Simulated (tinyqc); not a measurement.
Electron continuity equation in a given potential, Scharfetter-Gummel discretisation: one step of the calculation.

Steady state in one dimension: J = q mu n E + q D dn/dx with E = -dpsi/dx and D = mu Vt, dJ/dx = 0, fixed densities nL and nR at the ends. The potential is given, psi = U x/L, and is not changed by the electrons.

Task. Tridiagonal system for the inner nodes. Row i (1 to 9): B(-d_(i-1)) n_(i-1) + b_i n_i + B(d_i) n_(i+1) = f_i with b_i = -B(-d_i) - B(d_(i-1)) and f_i = 0; the known end values are moved to the right: f_1 loses B(-d_0) nL and f_9 loses B(d_9) nR. h = L/10, D = mu Vt.

Values chosen for this exercise; mobility close to that of silicon at room temperature: temperature T = 400 K; electron mobility mu = 1350 cm^2/(V s); length of the region L = 2.1 um; density at x = 0 nL = 6.5e14 cm^-3; density at x = L nR = 4.4e15 cm^-3.

Constants: q = 1.602176634e-19 C, kB = 1.380649e-23 J/K, Vt = kB T/q. Results are converted to the units shown.

```
interval     B(d_i)      B(-d_i)
0         3.8603263  0.088857912
1         3.8603263  0.088857912
2         3.8603263  0.088857912
3         3.8603263  0.088857912
4         3.8603263  0.088857912
5         3.8603263  0.088857912
6         3.8603263  0.088857912
7         3.8603263  0.088857912
8         3.8603263  0.088857912
9         3.8603263  0.088857912
```

Wanted: diagonal b; right side f.

Result.

```
node  diagonal b  right side f (cm^-3)
1         -3.949             -5.776e13
2         -3.949                     0
3         -3.949                     0
4         -3.949                     0
5         -3.949                     0
6         -3.949                     0
7         -3.949                     0
8         -3.949                     0
9         -3.949             -1.699e16
```

tinyqc, about 0.01 s, one thread, Intel Xeon 2.30GHz (shared host): `OMP_NUM_THREADS=1 python tinyqc.py 2220112 2220113 out.jsonl`
